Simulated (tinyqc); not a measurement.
Valence-band offset from core levels (Kraut method), with the dipole against the affinity rule: one step of the calculation.

Binding energies are counted downwards from the Fermi level. dEv > 0 means that the valence edge of B lies below that of A, dEc > 0 that the conduction edge of B lies above that of A; dEc + dEv = EgB - EgA. The spectra are made-up values treated as data.

Task. Valence-band maximum of bare A. Fit a straight line to the leading edge by least squares; the maximum vA lies where it meets the background.

Parameters, values chosen for the exercise: background counts in the gap bg = 87.

binding energy, point 0 to 5 (eV): [0.77, 0.89, 1.01, 1.13, 1.25, 1.37]
counts on the leading edge, point 0 to 5: [222, 287, 352, 416, 481, 546]

Find: slope; intercept; vA.

Result.

slope = 539.52 counts/eV
intercept = -193.29 counts
vA = 0.51951 eV

Numbers from tinyqc (`OMP_NUM_THREADS=1 python tinyqc.py 2410166 2410167 out.jsonl`; about 0.01 s on one thread of a shared Intel Xeon 2.30GHz).
